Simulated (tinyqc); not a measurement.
Lossy on-chip transmission line with skin effect: two steps of the calculation.

A uniform line in a homogeneous dielectric: c = sqrt(er)/(c0 Z0), l = Z0 sqrt(er)/c0 (c0 = 299792458 m/s), g = w c td, w = 2 pi f. The resistance joins its limits as r = sqrt(r_dc^2 + r_hf^2), with r_dc = rho/(wd th), r_hf = kr rho/(2 delta (wd + th)), delta = sqrt(rho/(pi f mu0)), mu0 = 4 pi 1e-7 H/m; this is an interpolation, and internal inductance, up to 0.05 nH/mm at low frequency, is neglected.

Values chosen for this exercise: length len = 4.9 mm; source resistance Rg = 25 ohm; load resistance RL = 100 ohm; load capacitance CL = 300 fF; frequency f = 3.1 GHz.

Task 1. Propagation constant and impedance. gamma = sqrt((r + i w l)(g + i w c)) = alpha + i beta, Zc = sqrt((r + i w l)/(g + i w c)), roots with positive real part; loss 8.685889638 alpha in dB; phase velocity w/beta.

r = 7.6772100 ohm/mm
l = 0.46803096 nH/mm
c = 83.205504 pF/m
g = 0.0032413327 S/m

Give: gamma len; Zc; loss; phase velocity over c0; r/(w l).

Result 1.

gamma len = 0.23413+0.63949i
Zc = 80.587-29.321i ohm
loss = 0.41502 dB/mm
phase velocity over c0 = 0.49783
r/(w l) = 0.84215

Task 2. Reflection, input impedance and transfer. ZL = 1/(1/RL + i w CL); reflection (ZL - Zc)/(ZL + Zc); Zin = Zc (ZL + Zc tanh(gamma len))/(Zc + ZL tanh(gamma len)); H = V_load/V_source = [Zin/(Zin + Rg)]/[cosh(gamma len) + (Zc/ZL) sinh(gamma len)].

gamma len = 0.23412800+0.63949333i
Zc = 80.586533-29.321283i ohm

Give: ZL; reflection at the load; Zin; H; |H|.

Result 2.

ZL = 74.546-43.560i ohm
reflection at the load = 0.003428-0.090174i
Zin = 71.396-28.985i ohm
H = 0.44753-0.46390i
|H| = -3.8145 dB

Computed by the program tinyqc: `OMP_NUM_THREADS=1 python tinyqc.py 2810125 2810126 out.jsonl`, one thread of a shared Intel Xeon 2.30GHz, about 0.01 s for the whole run.
